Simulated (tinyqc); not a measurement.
Delta-doped layer in the Thomas-Fermi potential: one step. The Thomas-Fermi well. Three cases, with inputs chosen for the exercise.

Question. Give K, b, e F0, z0 and the depth b/z0^4.

All donors ionised in the plane z = 0, zero temperature, energies from the Fermi level EF of the Thomas-Fermi model, which lies at the bulk band edge; c = hbar^2/2m0, q = e^2/(4 pi eps0). gv = 4 equivalent valleys, m_d = sqrt(m3^3/mz) in the plane. With n = (gv/3 pi^2)(m3 (-V)/c)^(3/2) and V'' = -(4 pi q/eps) n for z > 0, the solution is V = -b/(|z| + z0)^4 with sqrt(b) = 20/K, K = (4 pi q/eps)(gv/3 pi^2)(m3/c)^(3/2), and z0^5 = 4b/(e F0), e F0 = 2 pi q N/eps; 1e13/cm^2 = 1e-3/angstrom^2. Exchange and correlation are left out.

Constants: hbar^2/2m0 = 3.80998211 eV angstrom^2; e^2/(4 pi eps0) = 14.39964547 eV angstrom.

Give: K; b; e F0; z0; depth.

Case 1.

Values chosen (near those of a delta-doped layer in Ge; shifted at random, so the results belong to these values and not to a real crystal):
- m3 = 0.221 m0 (density-of-states mass of a valley)
- mz = 0.116 m0 (mass along z)
- eps = 16.3 (dielectric constant)
- N = 1.6 x 1e13/cm^2 (donor sheet density)

Answer.

K = 0.020952 eV^(-1/2) angstrom^-2
b = 9.1123e+05 eV angstrom^4
e F0 = 0.0088810 eV/angstrom
z0 = 52.80 angstrom
depth = 0.1172 eV

Half of the electrons lie within |z| < (2^(1/5) - 1) z0 = 7.9 angstrom. The mean donor spacing in the plane is 25.0 angstrom, against a Bohr radius 0.529177 eps/m3 = 39.0 angstrom: the spacing is not small against it, so the smeared sheet is a crude model.

Case 2.

Values chosen (near those of a delta-doped layer in Ge; shifted at random, so the results belong to these values and not to a real crystal):
- m3 = 0.223 m0 (density-of-states mass of a valley)
- mz = 0.119 m0 (mass along z)
- eps = 15.8 (dielectric constant)
- N = 0.53 x 1e13/cm^2 (donor sheet density)

Answer.

K = 0.021909 eV^(-1/2) angstrom^-2
b = 8.3335e+05 eV angstrom^4
e F0 = 0.0030349 eV/angstrom
z0 = 64.29 angstrom
depth = 0.0488 eV

Half of the electrons lie within |z| < (2^(1/5) - 1) z0 = 9.6 angstrom. The mean donor spacing in the plane is 43.4 angstrom, against a Bohr radius 0.529177 eps/m3 = 37.5 angstrom: the spacing is not small against it, so the smeared sheet is a crude model.

Case 3.

Values chosen (near those of a delta-doped layer in Ge; shifted at random, so the results belong to these values and not to a real crystal):
- m3 = 0.215 m0 (density-of-states mass of a valley)
- mz = 0.116 m0 (mass along z)
- eps = 16.4 (dielectric constant)
- N = 1.3 x 1e13/cm^2 (donor sheet density)

Answer.

K = 0.019982 eV^(-1/2) angstrom^-2
b = 1.0018e+06 eV angstrom^4
e F0 = 0.0071718 eV/angstrom
z0 = 56.16 angstrom
depth = 0.1007 eV

Half of the electrons lie within |z| < (2^(1/5) - 1) z0 = 8.4 angstrom. The mean donor spacing in the plane is 27.7 angstrom, against a Bohr radius 0.529177 eps/m3 = 40.4 angstrom: the spacing is not small against it, so the smeared sheet is a crude model.

Computed by tinyqc, one run a case: `OMP_NUM_THREADS=1 python tinyqc.py N N+1 out.jsonl` with N = 1250048, 1250327, 1250992; one thread of a shared Intel(R) Xeon(R) Processor @ 2.30GHz, about 0.05 s a run at most.
